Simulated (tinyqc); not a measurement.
Bond length: bond-orbital model of a tetrahedral semiconductor (Harrison's universal couplings).

Hybrid level eh = (es + 3 ep)/4; metallic energy V1 = (ep - es)/4 for each atom; covalent energy V2 = 3.22 hbar^2/(m d^2); polar energy V3 = (ehc - eha)/2; hbar^2/m = 2c, c = hbar^2/2m0. Polarity ap = V3/sqrt(V2^2 + V3^2), covalency ac = V2/sqrt(V2^2 + V3^2). p-p coupling at Gamma Exx = (4/3)(2.22 - 2 x 0.63) hbar^2/(m d^2) = 1.28 hbar^2/(m d^2), s-s coupling Ess = 4 x 1.32 hbar^2/(m d^2).

Constants: hbar^2/2m0 = 3.80998211 eV angstrom^2.

Parameters, chosen for this exercise (near tabulated values for Si; the model gives trends, and its gaps can be far from the real ones; the results hold for these values, not for the real material):
- esc = -14.89 eV (s level, cation)
- epc = -7.6 eV (p level, cation)
- esa = -14.89 eV (s level, anion)
- epa = -7.6 eV (p level, anion)
- d = 2.34 angstrom (bond length)
- Z = 4 (valence electrons of the anion)

d is scaled; levels stay. E0 is the s-like conduction level less Ev at Gamma (Ess = 5.28 u, Exx = 1.28 u); Z* = 4 ap - (Z - 4).

Against d:

| d/d0 | V2 (eV) | ap | Z* | Ev (eV) | E0 (eV) |
|---|---|---|---|---|---|
| 0.94 | 5.071 | 0.0000 | 0.000 | -9.616 | 3.042 |
| 0.96 | 4.862 | 0.0000 | 0.000 | -9.533 | 2.616 |
| 0.98 | 4.666 | 0.0000 | 0.000 | -9.455 | 2.215 |
| 0.99 | 4.572 | 0.0000 | 0.000 | -9.417 | 2.024 |
| 1.00 | 4.481 | 0.0000 | 0.000 | -9.381 | 1.839 |
| 1.01 | 4.393 | 0.0000 | 0.000 | -9.346 | 1.659 |
| 1.02 | 4.307 | 0.0000 | 0.000 | -9.312 | 1.485 |
| 1.04 | 4.143 | 0.0000 | 0.000 | -9.247 | 1.150 |

How do the results move, and what explains it?

Compression raises V2 and E0: dE0/d ln(volume) = -6.09 eV, of which the valence band gives -1.19. The bond stays non-polar.

(tinyqc, `OMP_NUM_THREADS=1 python tinyqc.py 1450079 1450080 out.jsonl`, Intel(R) Xeon(R) Processor @ 2.30GHz, 1 thread, shared host, about 0.01 s.)
